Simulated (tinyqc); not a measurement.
CIS on RHF in the 6-31g basis, for He, spin multiplicity 1, step by step. One step of it, computed by the program tinyqc.

Task: Iteration 1: diagonalisation and new density. Diagonalise F' = X^T F X, C = X C', fill 1 alpha and 1 beta electrons from the bottom; D = 2 C_occ C_occ^T. Each column has its largest component positive (the first on a tie).

Fock matrix F (hartree):
```
           1He 1s     1He 2s
1He 1s  -0.492444  -0.945726
1He 2s  -0.945726  -0.342710
```

X:
```
                1         2
1He 1s   1.169047  0.553145
1He 2s  -1.169047  0.553145
```

Give: F' = X^T F X; orbital energies; coefficients C; D after iteration 1.

Result:

F' = X^T F X (hartree):
```
        1       2
1   1.444  -0.097
2  -0.097  -0.834
```

orbital energies (hartree): MO1 -0.838, MO2 1.448

coefficients C:
```
          MO1     MO2
1He 1s  0.602  -1.145
1He 2s  0.503   1.191
```

D after iteration 1:
```
        1He 1s  1He 2s
1He 1s   0.725   0.606
1He 2s   0.606   0.506
```
